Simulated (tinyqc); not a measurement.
Finite-difference solution of the diffusion equation on a small grid: one step, computed by the program tinyqc. Command: `OMP_NUM_THREADS=1 python tinyqc.py 3018011 3018012 out.jsonl fdiff walk`. One thread of a shared host (Intel(R) Xeon(R) Processor @ 2.30GHz), about 0.01 s of CPU time with the checks.

dC/dt = D d2C/dx2 on nodes x_j = j dx, j = 0..7; the far end is sealed.

Problem. Time step 1. With r = D dt/dx^2: (1 - theta r M) C(new) = (1 + (1 - theta) r M) C(old); theta = 0 explicit, 1 implicit, 1/2 Crank-Nicolson.

Boundary at x = 0: surface loss. Scheme: explicit.

operator M, rows 0, 1, 2, 3, 4, 5, 6, 7:
```
[[-3.736111, 2.000000, 0.000000, 0.000000, 0.000000, 0.000000, 0.000000, 0.000000],
 [1.000000, -2.000000, 1.000000, 0.000000, 0.000000, 0.000000, 0.000000, 0.000000],
 [0.000000, 1.000000, -2.000000, 1.000000, 0.000000, 0.000000, 0.000000, 0.000000],
 [0.000000, 0.000000, 1.000000, -2.000000, 1.000000, 0.000000, 0.000000, 0.000000],
 [0.000000, 0.000000, 0.000000, 1.000000, -2.000000, 1.000000, 0.000000, 0.000000],
 [0.000000, 0.000000, 0.000000, 0.000000, 1.000000, -2.000000, 1.000000, 0.000000],
 [0.000000, 0.000000, 0.000000, 0.000000, 0.000000, 1.000000, -2.000000, 1.000000],
 [0.000000, 0.000000, 0.000000, 0.000000, 0.000000, 0.000000, 2.000000, -2.000000]]
```

mesh ratio r = 0.14976

C at the start (%): [67.2, 100.0, 76.9, 16.6, 10.3, 0.0, 0.0, 0.0]

Give: C after step 1.

Solution.

C after step 1 (%): [59.552, 91.628, 71.329, 24.687, 9.701, 1.543, 0.000, 0.000]
